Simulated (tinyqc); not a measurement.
Cabrera-Mott growth of a thin oxide under its own electric field: one step, computed by the program tinyqc.

Electrons cross the film freely and set a fixed potential V across it; the field V/x lowers the barrier for ions entering the oxide.

Question. Scales. u = u0 exp(-W/(k_B T)), X1 = z b V/(k_B T) with V in volts and k_B T in eV; dx/dt = 2 u sinh(X1/x).

Inputs (values chosen for the exercise, for a model metal):
```
quantity                     value        unit
barrier W                     1.55          eV
Mott potential V               1.8           V
ion charge number z              2           -
half jump distance b           2.2    angstrom
prefactor u0 = N Omega nu  1.5e+12  angstrom/s
temperature T                  250           K
```

Backward hops: kept.

Constants: k_B = 8.617333262e-05 eV/K.

Give: u; X1.

Answer.

u = 8.5009e-20 angstrom/s

X1 = 367.63 angstrom
